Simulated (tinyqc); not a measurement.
ROHF in the sto-3g basis, for Be+, spin multiplicity 2, step by step. One step of it, computed by the program tinyqc.

Task: Iteration 2: building the Fock matrix. J_ij = sum D_kl (ij|kl) with D = D(alpha) + D(beta), K_ij = sum D_kl (ik|jl) for each spin; F = H + J - K(s); E = tr D H + tr D J / 2 - 0.5 sum_s tr D(s) K(s) + E_nn.

D(alpha) after iteration 1, lower triangle:
```
            1Be 1s    1Be 2s   1Be 2px   1Be 2py   1Be 2pz
1Be 1s    1.006696
1Be 2s   -0.013236  0.000174
1Be 2px   0.000000  0.000000  0.000000
1Be 2py   0.000000  0.000000  0.000000  0.000000
1Be 2pz   0.000000  0.000000  0.000000  0.000000  1.000000
```

D(beta) after iteration 1, lower triangle:
```
            1Be 1s    1Be 2s   1Be 2px   1Be 2py   1Be 2pz
1Be 1s    1.006696
1Be 2s   -0.013236  0.000174
1Be 2px   0.000000  0.000000  0.000000
1Be 2py   0.000000  0.000000  0.000000  0.000000
1Be 2pz   0.000000  0.000000  0.000000  0.000000  0.000000
```

core Hamiltonian H = T + V (hartree), lower triangle:
```
            1Be 1s     1Be 2s    1Be 2px    1Be 2py    1Be 2pz
1Be 1s   -7.867117
1Be 2s   -1.932258  -2.102157
1Be 2px   0.000000   0.000000  -1.634157
1Be 2py   0.000000   0.000000   0.000000  -1.634157
1Be 2pz   0.000000   0.000000   0.000000   0.000000  -1.634157
```

Two-electron integrals (ij|kl) in chemists' order, unique and non-zero (hartree):
```
(11|11) 2.298831   (21|11) 0.392036   (21|21) 0.079539   (22|11) 0.570988
(22|21) 0.143041   (22|22) 0.417683   (31|31) 0.014607   (32|31) 0.021888
(32|32) 0.092265   (33|11) 0.569578   (33|21) 0.143083   (33|22) 0.417589
(33|33) 0.449859   (41|41) 0.014607   (42|41) 0.021888   (42|42) 0.092265
(43|43) 0.024249   (44|11) 0.569578   (44|21) 0.143083   (44|22) 0.417589
(44|33) 0.401360   (44|44) 0.449859   (51|51) 0.014607   (52|51) 0.021888
(52|52) 0.092265   (53|53) 0.024249   (54|54) 0.024249   (55|11) 0.569578
(55|21) 0.143083   (55|22) 0.417589   (55|33) 0.401360   (55|44) 0.401360
(55|55) 0.449859
```

nuclear repulsion = 0 hartree

Give: Coulomb J; exchange K(alpha); exchange K(beta); F(alpha); F(beta); total energy of this density.

Result:

Coulomb J (hartree), lower triangle:
```
         1Be 1s  1Be 2s  1Be 2px  1Be 2py  1Be 2pz
1Be 1s   5.1775
1Be 2s   0.9282  1.5598
1Be 2px  0.0000  0.0000   1.5407
1Be 2py  0.0000  0.0000   0.0000   1.5407
1Be 2pz  0.0000  0.0000   0.0000   0.0000   1.5892
```

exchange K(alpha) (hartree), lower triangle:
```
         1Be 1s  1Be 2s  1Be 2px  1Be 2py  1Be 2pz
1Be 1s   2.3185
1Be 2s   0.4080  0.1686
1Be 2px  0.0000  0.0000   0.0384
1Be 2py  0.0000  0.0000   0.0000   0.0384
1Be 2pz  0.0000  0.0000   0.0000   0.0000   0.4640
```

exchange K(beta) (hartree), lower triangle:
```
         1Be 1s  1Be 2s  1Be 2px  1Be 2py  1Be 2pz
1Be 1s   2.3039
1Be 2s   0.3861  0.0764
1Be 2px  0.0000  0.0000   0.0141
1Be 2py  0.0000  0.0000   0.0000   0.0141
1Be 2pz  0.0000  0.0000   0.0000   0.0000   0.0141
```

F(alpha) (hartree), lower triangle:
```
          1Be 1s   1Be 2s  1Be 2px  1Be 2py  1Be 2pz
1Be 1s   -5.0081
1Be 2s   -1.4120  -0.7110
1Be 2px   0.0000   0.0000  -0.1318
1Be 2py   0.0000   0.0000   0.0000  -0.1318
1Be 2pz   0.0000   0.0000   0.0000   0.0000  -0.5089
```

F(beta) (hartree), lower triangle:
```
          1Be 1s   1Be 2s  1Be 2px  1Be 2py  1Be 2pz
1Be 1s   -4.9935
1Be 2s   -1.3901  -0.6187
1Be 2px   0.0000   0.0000  -0.1076
1Be 2py   0.0000   0.0000   0.0000  -0.1076
1Be 2pz   0.0000   0.0000   0.0000   0.0000  -0.0591
```

total energy of this density = -13.937885 hartree
